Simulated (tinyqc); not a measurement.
Averaged masses of warped heavy- and light-hole bands, step by step. Values are carried at full precision from step to step, so a last printed digit may differ when a step is redone from the rounded ones.

Constants: Ry = 13.60569312 eV; a0 (Bohr radius) = 0.5291772105 angstrom; kB = 8.617333262e-05 eV/K; hbar^2/2m0 = 3.80998211 eV angstrom^2.

Values chosen for the exercise (near those of Ge; not measured data):
- g1 = 13.37 (Luttinger gamma1)
- g2 = 4.23 (gamma2)
- g3 = 5.7 (gamma3)
- eps = 15.96 (dielectric constant)
- mso = 0.091 m0 (split-off mass)
- Dso = 0.29 eV (spin-orbit splitting)
- T = 200 K (temperature)

## Other forms of the parameters

Dresselhaus-Kip-Kittel form E = c [A k^2 -/+ sqrt(B^2 k^4 + C^2 (kx^2 ky^2 + ky^2 kz^2 + kz^2 kx^2))] with A = g1, B = 2 g2, C^2 = 12 (g3^2 - g2^2). Spherical form: mu = (6 g3 + 4 g2)/(5 g1), delta = (g3 - g2)/g1, masses 1/(g1 (1 -/+ mu)). Effective rydberg R* = Ry/(g1 eps^2) and radius a* = a0 g1 eps.

A, B, |C|: 13.370  8.460  13.235

mu, delta: 0.7647  0.1099

spherical masses, heavy and light (m0): 0.3179  0.0424

R* = 4.00 meV
a* = 112.9 angstrom

delta/mu = 0.14 measures the warping against the spherical splitting.

## Masses along six directions

Four-band hole energies E = c k^2 f(u), c = hbar^2/2m0, f = g1 -/+ 2 sqrt(g2^2 + 3 (g3^2 - g2^2) s), s = ux^2 uy^2 + uy^2 uz^2 + uz^2 ux^2 for the unit vector u; minus for heavy, plus for light holes; the mass along u is 1/f.

Give s and both masses.

Masses (m0):
```
direction        s   heavy   light
[100]      0.00000  0.2037  0.0458
[110]      0.25000  0.3803  0.0415
[111]      0.33333  0.5076  0.0404
[310]      0.09000  0.2485  0.0440
[211]      0.25000  0.3803  0.0415
[411]      0.10185  0.2555  0.0438
```

The heavy mass grows by a factor of 2.49 from [100] to [111] while the light one shrinks by 12 %; 1/m_heavy + 1/m_light = 2 g1 in every direction.

## Density-of-states masses from three directions

m_d^(3/2) is the angular mean of m(u)^(3/2). The rule mean = (10 F[100] + 16 F[110] + 9 F[111])/35 is exact for cubic harmonics up to sixth order. Total m_d = (m_h^(3/2) + m_l^(3/2))^(2/3).

m^(3/2):
```
direction    heavy    light
[100]      0.09191  0.00980
[110]      0.23455  0.00845
[111]      0.36166  0.00811
```

m_d heavy, light (m0): 0.3716  0.0425

total = 0.3811 m0
share of light holes = 3.7 %

## Averages on a grid

Grid: n x n midpoints in cos(theta) from 0 to 1 and phi from 0 to pi/2, equal weights. m_d = <f^(-3/2)>^(2/3). Conductivity mass for one scattering time: 1/m_c = <|w|^2 f^(-5/2)>/<f^(-3/2)> with w = grad_k(k^2 f)/(2 k), that is |w|^2 = f^2 + |angular gradient of f|^2/4.

Use n = 40.

m_d heavy, light (m0): 0.3489  0.0423

m_c heavy, light (m0): 0.2753  0.0421

The three-direction rule differs from the grid by +6.48 % for heavy holes. Warping makes m_c of the heavy holes 21 % smaller than m_d; on a sphere the two are equal.

## Effective density of states

Nv = 2 (kT/(4 pi c))^(3/2) [m_h^(3/2) + m_l^(3/2) + mso^(3/2) exp(-Dso/kT)], c = hbar^2/2m0, parabolic bands, m_h and m_l the density-of-states masses from the grid; 1 angstrom^-3 = 1e24 cm^-3.

prefactor = 1.3660e+19 cm^-3

the three terms: 0.20612  0.00870  0.00000

Nv = 2.934e+18 cm^-3

shares (%): 95.9  4.1  0.0

kT/Dso = 0.06, small enough for the four-band form.

## Checks

- m_d and m_c of heavy holes for g2 = g3 against 1/(g1 - 2 g3): they agree to 1e-10 or better.
- m_d of heavy holes on grids of 40 and 160: both 0.3489.

Computed by tinyqc, a small Python program: `OMP_NUM_THREADS=1 python tinyqc.py 1051598 1051599 out.jsonl` (the numbers bound the seed that draws the inputs); one thread of a shared host (Intel(R) Xeon(R) Processor @ 2.30GHz), about 0.01 s for the whole set of steps.
